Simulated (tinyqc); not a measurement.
# Free and trapped electrons in a MOS channel with a dense trap tail: what changes with what

p-type body, charge-sheet picture, full ionisation (an idealisation for deep acceptors), Boltzmann statistics for free electrons. e = Ec - EF at the surface. Acceptor-like traps of density D(E) = D0 + De exp(-E/Ew) at depth E below Ec, from 0 to Eu, hold n_t = integral of D(E)/(1 + exp((e - E)/Vt)). psi = Eg - Vt ln(Nv/Na) - e; N_dep = sqrt(2 eps0 eps_r Na (psi - Vt)/q); n_f = sqrt(N_dep^2 + 2 eps0 eps_r Vt Nc exp(-e/Vt)/q) - N_dep; Vg = Vfb + psi + q (N_dep + n_t + n_f)/Cox, Cox = eps0 eox/tox.

Inputs (values chosen for the exercise); band and dielectric values close to those of 4H silicon carbide: temperature T = 400 K; band gap Eg = 3.23 eV; relative permittivity eps_r = 9.55; conduction-band density of states at T Nc = 2.62e19 cm^-3; valence-band density of states at T Nv = 3.86e19 cm^-3; relative permittivity of the insulator eox = 3.9; insulator thickness tox = 31 nm; acceptor density Na = 1.4e17 cm^-3; flat-band voltage without trapped charge Vfb = -2.1 V; constant background density of acceptor-like traps D0 = 1.5e10 cm^-2 eV^-1; density of the tail at the conduction edge De = 2.2e13 cm^-2 eV^-1; decay energy of the tail Ew = 0.1 eV; depth below Ec down to which the traps reach Eu = 0.97 eV; mobility of free electrons mf = 63 cm^2/(V s).

Constants: q = 1.602176634e-19 C, kB = 1.380649e-23 J/K, Vt = kB T/q, eps0 = 8.8541878128e-14 F/cm where lengths are in cm. Results are converted to the units shown.

Each table varies one quantity; the others keep the values above.

## Free and trapped charge against gate voltage

Free share n_f/(n_f + n_t); swing ln 10 n_f/(dn_f/dVg); field-effect mobility mf q (dn_f/dVg)/Cox, for a constant mf; oxide field q (N_dep + n_t + n_f)/(eps0 eox).

Result of one run:
```
Vg (V)	e (eV)	n_f (cm^-2)	n_t (cm^-2)	free share (%)	swing (mV/decade)	field-effect mobility (cm^2/(V s))	oxide field (MV/cm)
7.7	0.02256	9.607e11	1.659e12	36.67	4541	44.14	2.189
```

What becomes of these results when the gate voltage Vg is changed from 7.7 to 7 V, all else the same?

Result of the changed run:
```
Vg (V)	e (eV)	n_f (cm^-2)	n_t (cm^-2)	free share (%)	swing (mV/decade)	field-effect mobility (cm^2/(V s))	oxide field (MV/cm)
7	0.03876	6.415e11	1.509e12	29.84	3505	38.20	1.969
```

The whole series:
```
Vg (V)	e (eV)	n_f (cm^-2)	n_t (cm^-2)	free share (%)	swing (mV/decade)	field-effect mobility (cm^2/(V s))	oxide field (MV/cm)
3.2	0.5210	6.794e5	2.134e10	0.003184	142.9	9.917e-4	0.8983
4	0.2345	2.617e9	2.682e11	0.9665	425.3	1.284	1.064
4.7	0.1449	3.437e10	6.284e11	5.187	913.7	7.850	1.261
5.5	0.09201	1.536e11	1.010e12	13.20	1651	19.41	1.502
6.2	0.06275	3.423e11	1.277e12	21.14	2446	29.19	1.718
7	0.03876	6.415e11	1.509e12	29.84	3505	38.20	1.969
7.7	0.02256	9.607e11	1.659e12	36.67	4541	44.14	2.189
8.5	0.007510	1.374e12	1.787e12	43.47	5832	49.15	2.442
9.2	-0.003542	1.766e12	1.869e12	48.58	7043	52.32	2.665
```

n_f reaches 1e11 cm^-2 at Vg = 5.22 V, against 3.95 V without traps. The free share rises from 0.00318 to 48.6 % and the field-effect mobility rises from 9.92e-4 to 52.3 cm^2/(V s), although mf = 63 is constant: in the last row 83.1 % of Cox dVg goes into free electrons. The swing in the first row is 143 mV a decade (Vt ln 10 = 79.4). For Vg = 6.2, 7, 7.7, 8.5, 9.2 EF lies less than 2 Vt below the band edge, or above it, where degeneracy and confinement, left out, matter.

## Effect of the acceptor density

Vfb is held fixed. VT is the Vg for n_f = 1e11 cm^-2; swing ln 10 n_f/(dn_f/dVg) at n_f = 1e8 cm^-2; the last three columns are for Vg = VT + 2.5 V, with free share n_f/(n_f + n_t) and field-effect mobility mf q (dn_f/dVg)/Cox; there EF is near the band edge, where Boltzmann statistics are rough.

Results:
```
Na (cm^-3)	e at VT (eV)	VT (V)	q n_t/Cox at VT (V)	swing (mV/decade)	n_f (cm^-2)	free share (%)	field-effect mobility (cm^2/(V s))
1e15	0.1858	1.578	0.6140	126.0	9.681e11	44.40	38.66
2e15	0.1761	1.773	0.6735	132.7	9.746e11	43.81	39.22
1e16	0.1514	2.465	0.8505	153.9	9.816e11	41.74	40.81
3e16	0.1334	3.257	1.005	175.1	9.786e11	39.81	42.11
8e16	0.1169	4.350	1.168	201.2	9.729e11	37.91	43.43
2e17	0.1012	5.900	1.342	234.7	9.693e11	36.21	44.88
5e17	0.08539	8.259	1.535	281.3	9.720e11	34.80	46.59
```

Estimate the missing row, Na = 6e15 cm^-3.

Computed row:
```
Na (cm^-3)	e at VT (eV)	VT (V)	q n_t/Cox at VT (V)	swing (mV/decade)	n_f (cm^-2)	free share (%)	field-effect mobility (cm^2/(V s))
6e15	0.1595	2.199	0.7881	146.2	9.809e11	42.51	40.26
```

With this row back in the table: As Na goes from 1e15 to 5e17, VT rises from 1.58 to 8.26 V, its part due to traps rises from 0.614 to 1.54 V, the swing rises from 126 to 281 mV/decade and the field-effect mobility rises from 38.7 to 46.6 cm^2/(V s). Most of the rise of VT is depletion charge; the trap part grows since the same n_f needs EF nearer the band edge at heavier doping.

Numbers from tinyqc (`OMP_NUM_THREADS=1 python tinyqc.py 2222120 2222121 out.jsonl`; about 0.02 s on one thread of a shared Intel Xeon 2.30GHz).
